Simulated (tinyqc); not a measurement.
Inside a calculation. Method: geometry optimisation on the RHF/6-31g surface (energies and gradients from PySCF), for H3+, spin multiplicity 1. Computed by tinyqc, a small Python program that keeps every step (integrals from PySCF). Settings: charge = 1, multiplicity = 1, basis = 6-31g, optimiser = bfgs, first Hessian = 0.6, largest step = 0.3, iteration cap = 30. Command: `OMP_NUM_THREADS=1 python tinyqc.py 30786 30787 out.jsonl` (the two numbers bound the seeds that draw the settings). One thread of a shared host (Intel(R) Xeon(R) Processor @ 2.60GHz), about 0.8 s of CPU time with the checks.

positions at the start (bohr):
```
            x          y          z
1H  -0.058582   0.094486   0.000000
2H   0.009449  -0.005669   1.564693
3H  -0.069920  -0.113384  -1.600598
```

Stop when the largest gradient component is below 3e-5 hartree/bohr. The inverse Hessian follows the BFGS update with s = step, y = change of gradient.

Course of the optimisation:
```
step  E (hartree)  largest gradient (hartree/bohr)
1     -1.21893053                         2.03e-02
2     -1.21979096                         1.21e-02
3     -1.22042759                         4.86e-03
4     -1.22046621                         2.18e-03
5     -1.22048309                         2.30e-03
6     -1.22200085                         2.65e-02
7     -1.22433251                         4.91e-02
8     -1.22543847                         6.16e-02
9     -1.23255534                         6.29e-02
10    -1.24031935                         6.57e-02
11    -1.25302440                         6.18e-02
12    -1.25917342                         6.13e-02
13    -1.26399495                         5.24e-02
14    -1.27249002                         2.06e-02
15    -1.27378143                         1.42e-02
16    -1.27412932                         6.87e-03
17    -1.27423654                         3.47e-03
18    -1.27428444                         1.52e-03
19    -1.27429374                         3.74e-04
20    -1.27429406                         3.68e-05
21    -1.27429406                         8.30e-07
```

Can the last value be used, and what does the course show?

Yes. Converged in 21 steps.
